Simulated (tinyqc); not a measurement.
Inside a calculation. Model: metal-interlayer-semiconductor contact, depinning against tunnelling resistance.

Numbers from tinyqc (`OMP_NUM_THREADS=1 python tinyqc.py 2270043 2270044 out.jsonl`; about 0.02 s on one thread of a shared Intel Xeon 2.30GHz). Printed values are rounded.

Zero bias, n-type semiconductor. Gap states at the semiconductor surface thin out as exp(-be ti), which unpins the barrier; electrons must then cross the interlayer (a rectangular barrier, no voltage drop across it) and the parabolic depleted layer, both by WKB. Energies E are counted from the Fermi level; no image force, parabolic bands.

Values chosen for this exercise; semiconductor values close to those of In0.53Ga0.47As; interlayer mass of the order of that in aluminium oxide, offset chosen freely:

| symbol | value | unit | meaning |
|---|---|---|---|
| T | 400 | K | temperature |
| Eg | 0.713 | eV | band gap |
| eps_r | 13.7 |  | relative permittivity |
| chi | 4.56 | eV | electron affinity |
| Nc | 3.23e17 | cm^-3 | conduction-band density of states at T |
| mt | 0.0413 | m0 | tunnelling mass in the semiconductor |
| mA | 0.0398 | m0 | Richardson mass |
| Nd | 2.2e19 | cm^-3 | donor density |
| E0 | 0.5 | eV | charge-neutrality level above the valence band |
| S0 | 0.15 |  | pinning factor without interlayer |
| phiM | 4.8 | eV | metal work function |
| ti | 0.3 | nm | interlayer thickness |
| dE | 2.43 | eV | conduction-band offset of the interlayer above the semiconductor |
| mi | 0.36 | m0 | tunnelling mass in the interlayer |
| be | 6 | 1/nm | decay constant of gap states through the interlayer |

Constants: q = 1.602176634e-19 C, kB = 1.380649e-23 J/K, eps0 = 8.8541878128e-12 F/m, hbar = 1.054571817e-34 J s, h = 6.62607015e-34 J s, m0 = 9.1093837015e-31 kg, Vt = kB T/q, hbar^2/(2 m0) = 0.0380998212 eV nm^2. Results are converted to the units shown.

Range of the model: The Fermi level lies over 0.25 eV inside the band, where non-parabolicity lowers it and raises the mass.

## Pinning, barrier and scales

S = 1/(1 + (1/S0 - 1) exp(-be ti)); phiB = S (phiM - chi) + (1 - S)(Eg - E0); xi = Ec - EF deep inside, from Nd = Nc F(-xi/Vt), F(x) = (2/sqrt(pi)) int_0^infinity sqrt(u) du/(1 + exp(u - x)); band bending U = phiB - xi; E00 = (hbar/2) sqrt(Nd/(eps0 eps_r mt m0)) in volts; A = 4 pi q mA m0 kB^2/h^3.

S = 0.5163439
phiB = 0.2269413 eV
xi = -0.6936192 eV
U = 0.9205605 eV
E00 = 0.1157719 eV
A = 4.782895 A/(cm^2 K^2)

The interlayer moves the barrier from 0.217 eV to 0.227 eV; the unpinned limit is phiM - chi = 0.240 eV. E00/Vt = 3.36: by the usual rule of thumb (0.5 to 5) thermionic-field emission.

## Exponents and integrand on an energy grid

| point | E (eV) |
|---|---|
| 0 | -0.69 |
| 1 | -0.60833 |
| 2 | -0.52667 |
| 3 | -0.445 |
| 4 | -0.36333 |
| 5 | -0.28167 |
| 6 | -0.2 |
| 7 | -0.11833 |
| 8 | -0.03667 |
| 9 | 0.045 |
| 10 | 0.12667 |
| 11 | 0.20833 |
| 12 | 0.29 |

With U = phiB - xi: for xi < E < phiB, y = (E - xi)/U and G1 = (U/E00) [sqrt(1 - y) - y ln((1 + sqrt(1 - y))/sqrt(y))], G1 = 0 above phiB; G2 = 2 ti sqrt(mi max(phiB + dE - E, 0)/C), C = hbar^2/(2 m0); f = 1/(1 + exp(E/Vt)); integrand exp(-G1 - G2) f.

| point | G1 | G2 | f | integrand |
|---|---|---|---|---|
| 0 | 7.827641 | 3.374155 | 1.000000 | 0.00001365 |
| 1 | 6.204964 | 3.332734 | 1.000000 | 0.00007208 |
| 2 | 5.034212 | 3.290797 | 0.9999998 | 0.00024238 |
| 3 | 4.061666 | 3.248313 | 0.9999975 | 0.00066883 |
| 4 | 3.226946 | 3.205266 | 0.9999736 | 0.00160885 |
| 5 | 2.502179 | 3.161638 | 0.9997175 | 0.00346827 |
| 6 | 1.871919 | 3.117394 | 0.9969884 | 0.00678983 |
| 7 | 1.327717 | 3.072513 | 0.9687173 | 0.01189053 |
| 8 | 0.865664 | 3.026973 | 0.7434245 | 0.01515954 |
| 9 | 0.485942 | 2.980731 | 0.2132394 | 0.00665749 |
| 10 | 0.194923 | 2.933760 | 0.02472606 | 0.00108239 |
| 11 | 0.015301 | 2.886031 | 0.002366620 | 0.00013005 |
| 12 | 0.000000 | 2.837493 | 2.218526e-4 | 0.00001299 |

## Contact resistivity

1/rho_c = (A T^2/Vt^2) I, with I the trapezoid sum of the integrand over the grid.

I = 0.003902316 eV
rho_c = 3.9786e-7 ohm cm^2

A fine grid from xi upwards gives rho_c = 3.977e-7 ohm cm^2; the coarse value is 0.040 % above it. The integrand peaks at E = -0.047 eV, and 0.070 % of the current flows above phiB. Tunnelling through the interlayer costs a factor of 21.4 at this barrier height; the bare contact (ti = 0) has rho_c = 1.76e-8 ohm cm^2, so with the interlayer rho_c is 22.6 times that.
